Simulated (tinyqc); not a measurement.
Two coupled magnetic layers: synthetic antiferromagnet, spin flop, exchange bias and magnetoresistance: one step, computed by the program tinyqc. Command: `OMP_NUM_THREADS=1 python tinyqc.py 3006453 3006454 out.jsonl saf walk`. One thread of a shared host (Intel(R) Xeon(R) Processor @ 2.30GHz), about 0.3 s of CPU time with the checks.

Moments lie in the plane at the angles p1, p2 from the field. Energy per area: E = J1 cos(p1 - p2) + J2 cos^2(p1 - p2) - B M_s (t1 cos p1 + t2 cos p2) + K (t1 cos^2 p1 + t2 cos^2 p2).

Task: Saturation field. The parallel state is stable while the Hessian at p1 = p2 = 0 is positive: with c = J1 + 2 J2 and u = B M_s - 2K, (u t1 - c)(u t2 - c) > c^2, so B_sat M_s = c (1/t1 + 1/t2) + 2K. B_K = 2K/M_s.

Inputs (values chosen for the exercise, for a model stack):
```
quantity                         value    unit
saturation magnetisation M_s      1040    kA/m
thickness t1                       2.1      nm
thickness t2                       1.9      nm
antiferromagnetic coupling J1     0.23  mJ/m^2
biquadratic coupling J2              0  mJ/m^2
in-plane anisotropy K              6.5  kJ/m^3
field over the saturation field   0.36       -
```

Field direction: along the hard axis.

Give: exchange field c (1/t1 + 1/t2)/M_s; B_K; saturation field B_sat; applied field B.

Result:

exchange field c (1/t1 + 1/t2)/M_s = 221.7 mT

B_K = 12.5 mT

saturation field B_sat = 234.2 mT

applied field B = 84.31 mT
